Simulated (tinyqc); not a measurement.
# Raman shift of the zone-centre optical phonon of a diamond-structure crystal under stress, step by step

A worked calculation. Computed by tinyqc, a small Python program that keeps every step. Command: `OMP_NUM_THREADS=1 python tinyqc.py 3025617 3025618 out.jsonl ramanstress walk`. One thread of a shared host (Intel(R) Xeon(R) Processor @ 2.30GHz), about 0.01 s of CPU time with the checks. Intermediate numbers are printed to about 5 digits and carried at full precision; extremes and crossings named in words are read from the listed rows.

Axes x, y, z are the cube axes. Strain shifts the threefold optical mode and can split it; p, q and r are the phonon deformation potentials.

Inputs (values chosen for the exercise, modelled on silicon):
```
quantity                             value      unit
unstrained frequency omega_0         520.8      1/cm
p/omega_0^2                          -1.93         -
q/omega_0^2                          -2.38         -
r/omega_0^2                         -0.724         -
C11                                  165.6       GPa
C12                                  63.04       GPa
C44                                  80.39       GPa
stress sigma (tension positive)        1.2       GPa
polarisation angle phi                  60    degree
temperature coefficient d omega/dT   -0.02  1/(cm K)
local temperature T                    330         K
laser wavelength                     514.5        nm
```

Stress state: uniaxial. Axis: [111].

Constants: h = 6.62607015e-34 J s; c = 299792458 m/s; k_B = 1.380649e-23 J/K.

## Compliances

S11 = (C11 + C12)/D, S12 = -C12/D, D = (C11 - C12)(C11 + 2 C12), S44 = 1/C44.

S11 = 7.6431 1/TPa

S12 = -2.1073 1/TPa

S44 = 12.439 1/TPa

## Stress and strain tensors

Uniaxial stress along the unit vector n of the axis: sigma_ij = sigma n_i n_j. eps_xx = S11 sigma_xx + S12 (sigma_yy + sigma_zz), and cyclic; eps_xy = S44 sigma_xy/2 (tensor strain).

stress (GPa):
```
     x    y    z
x  0.4  0.4  0.4
y  0.4  0.4  0.4
z  0.4  0.4  0.4
```

strain (per mille):
```
        x       y       z
x  1.3714  2.4879  2.4879
y  2.4879  1.3714  2.4879
z  2.4879  2.4879  1.3714
```

volume strain = 4.1141 per mille

## Secular matrix and shifts

Secular matrix: M_xx = p eps_xx + q (eps_yy + eps_zz), M_xy = 2 r eps_xy; its eigenvalues are omega^2 - omega_0^2, and the shifts are these over 2 omega_0.

M/(2 omega_0) (1/cm):
```
         x        y        z
x  -2.3890  -0.9381  -0.9381
y  -0.9381  -2.3890  -0.9381
z  -0.9381  -0.9381  -2.3890
```

shifts, in rising order (1/cm): -4.2652  -1.4509  -1.4509

The triplet splits into a singlet and a doublet. Tension softens every mode.

## Mean shift and Grueneisen parameter

gamma = -(p + 2q)/(6 omega_0^2); the mean of the three shifts is -gamma omega_0 x (volume strain).

mode Grueneisen parameter gamma = 1.115

mean shift = -2.3890 1/cm

## The line seen from a (001) surface

Backscattering from a (001) surface: incident polarisation (cos phi, sin phi, 0). With Raman tensors (R_z)_xy = (R_z)_yx = 1 and cyclic, only the z component u_z of a mode counts: I = u_z^2 sin^2(2 phi) for parallel and u_z^2 cos^2(2 phi) for crossed polarisers. An unresolved line sits at the intensity-weighted shift, which is M_zz/(2 omega_0).

total intensity, parallel = 0.75

total intensity, crossed = 0.25

shift of the observed line = -2.3890 1/cm

shift per stress = -1.9909 1/(cm GPa)

stress per shift = -502.30 MPa cm

Shear mixes z with x and y, so the line is a blend of modes with different shifts. Caution: this stress has components normal to the (001) face, so it cannot reach a free (001) surface; it can act on buried material.

## The same stress in different states

Uniaxial: sigma n n^T; biaxial: sigma (1 - n n^T); hydrostatic: sigma 1. The line seen from (001) is taken as unresolved, at the intensity-weighted shift M_zz/(2 omega_0).

Shifts (1/cm):
```
state                   lowest   middle  highest  line seen from (001)
uniaxial [100]         -2.8460  -2.8460  -1.4750               -2.8460
uniaxial [110]         -3.5676  -2.8460  -0.7534               -2.8460
uniaxial [001]         -2.8460  -2.8460  -1.4750               -1.4750
uniaxial [111]         -4.2652  -1.4509  -1.4509               -2.3890
biaxial, normal [001]  -5.6921  -4.3210  -4.3210               -5.6921
biaxial, normal [111]  -5.7161  -5.7161  -2.9019               -4.7780
hydrostatic            -7.1671  -7.1671  -7.1671               -7.1671
```

Seen from (001), uniaxial stress along [100] and along [110] give the same shift (-2.846), and equal biaxial stress in the plane gives twice as much (-5.692), since only sigma_xx + sigma_yy and sigma_zz enter M_zz. Stress along [001] gives -1.475. One measured shift therefore fixes the stress only once its state is assumed: read as uniaxial in the plane, a shift implies twice the stress that it does read as biaxial.

## Heating mistaken for stress

A temperature above 300 K shifts the line by (d omega/dT)(T - 300 K); divided by the shift per stress it poses as a stress; the total shift adds it to the shift of the observed line. The anti-Stokes to Stokes ratio is [(omega_L + omega_0)/(omega_L - omega_0)]^3 exp(-h c omega_0/(k_B T)) in photon counts, omega_L = 1/wavelength, resonance effects left out.

thermal shift = -0.6 1/cm

apparent stress from heating = 0.30138 GPa

total shift = -2.9890 1/cm

anti-Stokes/Stokes ratio = 0.12126

Heating poses as tension, 25 % of the true stress in size; the intensity ratio gives T apart from the shift.

Checks made by the program: mean of the eigenvalues against the trace rule (relative difference below 1e-10); weighted mean of the modes against M_zz (relative difference below 1e-10).
